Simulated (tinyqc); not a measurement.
What moves the results: finite square well with mass mismatch (envelope functions). A value that a table varies takes the place of the one given here.

A square well of width L and depth V0, mass mw inside and mb outside, energies from the bottom of the well, c = hbar^2/2m0. k = sqrt(mw E/c), kappa = sqrt(mb (V0 - E)/c). psi and psi'/m are continuous at the walls (BenDaniel-Duke), so level n solves k L + 2 atan[(k/mw)/(kappa/mb)] = n pi.

Non-parabolic bands: mw is replaced by mw (1 + alpha_w E) and mb by mb (1 - alpha_b (V0 - E)), in k, kappa and the matching condition alike.

Constants: hbar^2/2m0 = 3.80998211 eV angstrom^2.

Values chosen for the exercise (near those of an InGaAs well in InP; not measured data):

| symbol | value | unit | meaning |
|---|---|---|---|
| V0 | 0.24 | eV | barrier height |
| mw | 0.0415 | m0 | mass in the well |
| mb | 0.0767 | m0 | mass in the barrier |
| Ls | (31, 43, 60, 84, 118, 165, 231) | angstrom | widths |
| L | 213 | angstrom | well width |
| alpha_w | 1.16 | 1/eV | non-parabolicity in the well |
| alpha_b | 0.47 | 1/eV | non-parabolicity in the barrier |

## Width of the well

Levels against L, beside the infinite well E1(hard) = c (pi/L)^2/mw; Pb is the probability of level 1 in the barriers; a dash marks an unbound level.

Levels:

| L (angstrom) | bound levels | E1 (eV) | E2 (eV) | E1(hard) (eV) | Pb |
|---|---|---|---|---|---|
| 31 | 1 | 0.1319 | - | 0.9429 | 0.349 |
| 43 | 1 | 0.1008 | - | 0.4900 | 0.229 |
| 60 | 1 | 0.0723 | - | 0.2517 | 0.138 |
| 84 | 2 | 0.0488 | 0.1923 | 0.1284 | 0.077 |
| 118 | 2 | 0.0312 | 0.1256 | 0.0651 | 0.039 |
| 165 | 3 | 0.0191 | 0.0770 | 0.0333 | 0.019 |
| 231 | 4 | 0.0112 | 0.0452 | 0.0170 | 0.009 |

How do the results move?

The infinite well overestimates E1 by a factor 7.15 at 31 angstrom and 1.51 at 231 angstrom. The local exponent d ln E1/d ln L goes from -0.82 (first two rows) to -1.58 (last two), towards the -2 of hard walls, as Pb falls from 0.349 to 0.009. E2 - E1 is largest at 84 angstrom of the widths listed.

## Levels of description

The same well five ways. mb = mw: the barrier takes the mass of the well. psi' continuous: kappa holds mb but the condition drops the masses, k L + 2 atan(k/kappa) = n pi. The last column is measured against BenDaniel-Duke.

Levels (eV):

| model | E1 | E2 | E3 | E1 - E1(BDD) (meV) |
|---|---|---|---|---|
| infinite walls | 0.0200 | 0.0799 | 0.1797 | 7.2 |
| mb = mw | 0.0142 | 0.0563 | 0.1238 | 1.4 |
| BenDaniel-Duke | 0.0128 | 0.0515 | 0.1163 | 0.0 |
| psi' continuous | 0.0154 | 0.0607 | 0.1316 | 2.6 |
| non-parabolic | 0.0130 | 0.0503 | 0.1078 | 0.1 |

How do the results move?

Hard walls put E1 7.2 meV too high. Ignoring the mass step moves it by +1.4 meV and the wrong matching by +2.6 meV: with mb/mw = 1.85, continuity of psi'/m lets the slope outside be 1.85 times the slope inside, which acts like a softer wall. Non-parabolicity shifts E1 by +0.1 meV, the balance of a heavier mass in the well, which lowers it, and a lighter mass deep in the barrier, which hardens the wall. Among the finite wells the largest departure in E1 is that of the model 'psi' continuous'.

## What each parameter does

Parabolic bands. Pb is the probability of level 1 in the barriers, (A^2/kappa)/(A^2/kappa + L/2 + sin(kL)/(2k)) with A = cos(kL/2). Each row changes one parameter from the base and keeps the others.

Results:

| case | E1 (eV) | bound levels | Pb | V0 - E1 (eV) |
|---|---|---|---|---|
| base | 0.0128 | 4 | 0.0105 | 0.2272 |
| L = 234 angstrom | 0.0110 | 4 | 0.0084 | 0.2290 |
| V0 = 0.276 eV | 0.0132 | 4 | 0.0089 | 0.2628 |
| mw = 0.0457 m0 | 0.0121 | 4 | 0.0092 | 0.2279 |
| mb = 0.0959 m0 | 0.0123 | 4 | 0.0108 | 0.2277 |

What does this show?

The largest shifts from the base row, up to three for each result and ties (the steps differ in size, so this ranks the rows, not the parameters). E1 (eV): L -0.0018, mw -0.0008, mb -0.0005. bound levels: unchanged at the printed digits by L, V0, mw and mb. Pb: L -0.0021, V0 -0.0016, mw -0.0013. V0 - E1 (eV): V0 +0.0357, L +0.0018, mw +0.0008.

tinyqc: `OMP_NUM_THREADS=1 python tinyqc.py 1280964 1280965 out.jsonl`; about 0.01 s, one thread, shared Intel(R) Xeon(R) Processor @ 2.30GHz.
